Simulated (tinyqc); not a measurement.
# MOS capacitor on a p-type substrate, surface potential from the exact charge relation: effects of single changes

Uniform p-type substrate, Boltzmann statistics, full ionisation, classical densities. psi is the surface potential against the body (positive when the bands bend down) and u = psi/Vt. Traps are spread evenly over the gap and neutral at flat band, so their charge is -q Dit psi; the minority quasi-Fermi level is shifted by Vb.

Parameters, values chosen for the exercise; band and dielectric values those of a made-up semiconductor:
- T = 250 K (temperature)
- Eg = 3.95 eV (band gap)
- eps_r = 11 (relative permittivity)
- Nc = 1.7e18 cm^-3 (conduction-band density of states at T)
- Nv = 3.46e19 cm^-3 (valence-band density of states at T)
- chi = 3.61 eV (electron affinity)
- N = 9.2e16 cm^-3 (acceptor density of the substrate)
- eox = 8.84 (relative permittivity of the gate insulator (close to aluminium oxide))
- tox = 18 nm (insulator thickness)
- phiM = 4.34 eV (gate work function)
- Nf = 0 cm^-2 (fixed charge at the interface, in units of q)
- Dit = 0 cm^-2 eV^-1 (density of interface traps)
- Vb = 0.3 V (reverse bias of the inversion layer against the body)

Constants: q = 1.602176634e-19 C, kB = 1.380649e-23 J/K, Vt = kB T/q, eps0 = 8.8541878128e-14 F/cm where lengths are in cm. Results are converted to the units shown.

Each table varies one quantity; the others keep the values above.

## Capacitance-voltage curves

ni = sqrt(Nc Nv) exp(-Eg/(2 Vt)), Eg in volts; phiF = Vt ln(N/ni); Cox = eps0 eox/tox; Vfb = phiM - chi - (Eg - Vt ln(Nv/N)) - q Nf/Cox; Q0 = sqrt(2 eps0 eps_r q N Vt); r = (ni/N)^2 exp(-Vb/Vt); VT = Vfb + [(2 phiF + Vb)(1 + q Dit/Cox) + sqrt(2 eps0 eps_r q N (2 phiF + Vb))/Cox]. u = psi/Vt; F^2 = exp(-u) + u - 1 + r (exp(u) - u - 1); Qs = -sign(u) Q0 F; Cs = -dQs/dpsi = (Q0/Vt) |1 - exp(-u) + r (exp(u) - 1)|/(2 F). psi solves Vg = Vfb + psi + (q Dit psi - Qs)/Cox. Low frequency: 1/C_LF = 1/Cox + 1/(Cs + q Dit). High frequency, in the simple estimate in which traps and minority carriers do not follow: 1/C_HF = 1/Cox + 1/Cd, Cd being Cs with r = 0 at the same psi. Deep depletion: r = 0 and Dit = 0 both in the equation for psi and in Cs. Minority sheet density N_inv = (Q0/(2 q)) int_0^u r (exp(t) - 1)/F(t) dt for u > 0. N_inv under 1 cm^-2 is printed as 0. Regimes: accumulation when majority carriers gather, then depletion up to |psi| = phiF + Vb, weak inversion up to 2 phiF + Vb, strong inversion beyond.

Capacitance-voltage curves:

| Vg (V) | psi (V) | C_LF/Cox | C_HF/Cox | C_deep/Cox | N_inv (cm^-2) | regime |
|---|---|---|---|---|---|---|
| -3.67 | -0.093581 | 0.92259 | 0.92259 | 0.92259 | 0 | accumulation |
| -2.97 | 0.052064 | 0.49628 | 0.49628 | 0.49628 | 0 | depletion |
| -2.27 | 0.54131 | 0.21276 | 0.21276 | 0.21276 | 0 | depletion |
| -1.58 | 1.1064 | 0.15759 | 0.15759 | 0.15759 | 0 | depletion |
| -0.88 | 1.7064 | 0.13051 | 0.13051 | 0.13051 | 0 | depletion |
| -0.18 | 2.3213 | 0.11385 | 0.11385 | 0.11385 | 0 | weak inversion |
| 0.52 | 2.9459 | 0.10228 | 0.10228 | 0.10228 | 0 | weak inversion |
| 1.22 | 3.5774 | 0.093648 | 0.093648 | 0.093648 | 1.1643 | weak inversion |
| 1.91 | 4.1375 | 0.77183 | 0.087622 | 0.086973 | 2.0180e11 | strong inversion |
| 2.61 | 4.1934 | 0.96201 | 0.087085 | 0.081476 | 1.9391e12 | strong inversion |

C_LF/Cox is lowest, 0.0936, at Vg = 1.22 V (weak inversion) among the rows listed and is 0.962 in the last row, where C_HF/Cox is 0.0871 and the deep-depletion value 0.0815. Vfb = -3.09 V, where C_HF/Cox = 0.652 (Cox in series with eps0 eps_r/LD), and VT = 1.75 V. Over the last two rows psi moves by only 0.080 V a volt of gate bias, since the inversion charge screens the body. In strong accumulation and inversion degeneracy and confinement, left out here, lower the capacitance.

## Effect of the gate work function on threshold and swing

ni = sqrt(Nc Nv) exp(-Eg/(2 Vt)), Eg in volts; phiF = Vt ln(N/ni); Cox = eps0 eox/tox; Vfb = phiM - chi - (Eg - Vt ln(Nv/N)) - q Nf/Cox; VT = Vfb + [(2 phiF + Vb)(1 + q Dit/Cox) + sqrt(2 eps0 eps_r q N (2 phiF + Vb))/Cox]. gamma = sqrt(2 eps0 eps_r q N)/Cox; Wm = sqrt(2 eps0 eps_r (2 phiF + Vb)/(q N)); m = 1 + (eps0 eps_r/Wm + q Dit)/Cox; swing m Vt ln 10; Cmin/Cox = 1/(1 + Cox Wm/(eps0 eps_r)).

The same in every row: 2 phiF (V) = 3.759; gamma (V^0.5) = 0.3897; Wm (nm) = 231.6; m = 1.097; swing (mV/decade) = 54.40; Cmin/Cox = 0.08818.

Result of one run:

| phiM (eV) | Vfb (V) | VT (V) |
|---|---|---|
| 4.81 | -2.622 | 2.222 |

What becomes of these results when the gate work function phiM is changed from 4.81 to 4.21 eV, all else the same?

Result of the changed run:

| phiM (eV) | Vfb (V) | VT (V) |
|---|---|---|
| 4.21 | -3.222 | 1.622 |

The whole series:

| phiM (eV) | Vfb (V) | VT (V) |
|---|---|---|
| 3.61 | -3.822 | 1.022 |
| 3.81 | -3.622 | 1.222 |
| 4.01 | -3.422 | 1.422 |
| 4.21 | -3.222 | 1.622 |
| 4.41 | -3.022 | 1.822 |
| 4.61 | -2.822 | 2.022 |
| 4.81 | -2.622 | 2.222 |

As phiM goes from 3.61 to 4.81, VT rises from 1.02 to 2.22 V, the swing stays at 54.4 mV/decade and Cmin/Cox stays at 0.0882. The whole change of VT is that of Vfb: the curve shifts rigidly.

## Effect of the fixed charge at the interface on threshold and swing

Same model as above.

The same in every row: 2 phiF (V) = 3.759; gamma (V^0.5) = 0.3897; Wm (nm) = 231.6; m = 1.097; swing (mV/decade) = 54.40; Cmin/Cox = 0.08818.

Effect of the fixed charge at the interface on threshold and swing:

| Nf (cm^-2) | Vfb (V) | VT (V) |
|---|---|---|
| -4e11 | -2.945 | 1.900 |
| -2e11 | -3.019 | 1.826 |
| 0 | -3.092 | 1.752 |
| 2e11 | -3.166 | 1.679 |
| 4e11 | -3.240 | 1.605 |
| 6e11 | -3.313 | 1.531 |
| 8e11 | -3.387 | 1.458 |

What does the comparison show?

As Nf goes from -4e11 to 8e11, VT falls from 1.90 to 1.46 V, the swing stays at 54.4 mV/decade and Cmin/Cox stays at 0.0882. The whole change of VT is that of Vfb: the curve shifts rigidly.

Numbers from tinyqc (`OMP_NUM_THREADS=1 python tinyqc.py 2060009 2060010 out.jsonl`; about 0.01 s on one thread of a shared Intel Xeon 2.30GHz).
